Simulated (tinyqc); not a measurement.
Lateral field, substrate current, probability of reaching the oxide barrier and hot-carrier lifetime of a silicon transistor (pseudo-two-dimensional and lucky-electron models). Inputs raised by 10 %, one at a time. Computed by tinyqc, a small Python program. Command: `OMP_NUM_THREADS=1 python tinyqc.py 3002335 3002336 out.jsonl hotcar sens`. One thread of a shared host (Intel(R) Xeon(R) Processor @ 2.30GHz), about 0.02 s of CPU time with the checks.

Local-field models: a lucky carrier gains its energy at the peak field over a path free of collisions. Voltages are magnitudes.

Inputs (values chosen for the exercise, modelled on a silicon n-channel):
```
quantity,value,unit
channel length L,1800,nm
oxide thickness t,44,nm
junction depth x_j,520,nm
mobility mu,350,cm^2/(V s)
saturation velocity v_s,0.78,1e7 cm/s
threshold voltage V_T,0.79,V
gate voltage V_G,7.6,V
drain voltage V_D,15,V
ionisation prefactor A_i,1.8e+06,1/cm
ionisation field B_i,1.65,MV/cm
hot-carrier mean free path lambda,7.5,nm
oxide barrier phi_b,3.1,eV
interface-trap threshold phi_it,3.6,eV
lifetime constant H,200,s microampere/micrometre
length of the depleted extension L_n,120,nm
```

Drain: lightly doped extension.

Constants: eps_0 = 8.8541878128e-12 F/m.

Method:
- C_ox = 3.9 eps_0/t; F_sat = 2 v_s/mu; V_Dsat = V_ov F_sat L/(V_ov + F_sat L), V_ov = V_G - V_T; I_D/W = C_ox v_s (V_ov - V_Dsat).
- Scale length l = 0.22 t^(1/3) x_j^(1/2) (all in cm); F_m = sqrt(((V_D - V_Dsat)/l_e)^2 + F_sat^2), with l_e = l + L_n; length of the velocity-saturated region l_e ln((V_D - V_Dsat)/(l_e F_sat) + F_m/F_sat).
- Substrate current I_sub/I_D = (A_i/B_i)(V_D - V_Dsat) exp(-B_i/F_m); probability of reaching the oxide barrier exp(-phi_b/(e lambda F_m)); lifetime tau = (H/(I_D/W)) exp(phi_it/(e lambda F_m)).
- V_10 solves tau = 3.156e8 s at the given V_G. The extrapolation fits ln(tau) against 1/V_D at 1, 1.08, 1.16 and 1.25 times the given V_D (rounded to 3 digits) by least squares and reads off the same tau.

Runs:
```
input moved,from,to,peak field F_m (kV/cm),substrate current I_sub/W (microampere/micrometre),lifetime tau (s),ten-year drain voltage V_10 (V)
base run,-,-,301.15,9.862,8.7346e+06,12.869
channel length L (nm),1800,1980,296.98,8.539,1.1520e+07,13.055
oxide thickness t (nm),44,48.4,294.79,7.965,1.3554e+07,13.120
junction depth x_j (nm),520,572,291.64,8.247,1.4692e+07,13.176
gate voltage V_G (V),7.6,8.36,295.65,10.272,9.9980e+06,13.003
drain voltage V_D (V),15,16.5,340.24,20.960,1.3993e+06,12.869
length of the depleted extension L_n (nm),120,132,292.14,8.328,1.4284e+07,13.159
threshold voltage V_T (V),0.79,0.869,301.76,9.813,8.6136e+06,12.855
```

Exponents ln(y'/y) / ln(x'/x):
```
input,peak field F_m,substrate current I_sub/W,lifetime tau,ten-year drain voltage V_10
channel length L,-0.146,-1.511,2.904,0.151
oxide thickness t,-0.224,-2.241,4.610,0.202
junction depth x_j,-0.337,-1.876,5.456,0.247
gate voltage V_G,-0.194,0.428,1.417,0.108
drain voltage V_D,1.281,7.911,-19.214,0.000
length of the depleted extension L_n,-0.319,-1.774,5.160,0.234
threshold voltage V_T,0.021,-0.052,-0.146,-0.012
```

Among the inputs moved here: peak field F_m answers most in size to drain voltage V_D (exponent +1.281), next to junction depth x_j (-0.337). Substrate current I_sub/W answers most in size to drain voltage V_D (exponent +7.911), next to oxide thickness t (-2.241). Lifetime tau answers most in size to drain voltage V_D (exponent -19.214), next to junction depth x_j (+5.456). Ten-year drain voltage V_10 answers most in size to junction depth x_j (exponent +0.247), next to length of the depleted extension L_n (+0.234); its exponent is below 0.0005 for drain voltage V_D.

Caution (rows drain voltage V_D): multiplication above 10 % feeds back on the field and the source barrier (snapback), which the model leaves out.

Extremes, crossings and ranges named in words are read from the listed rows.
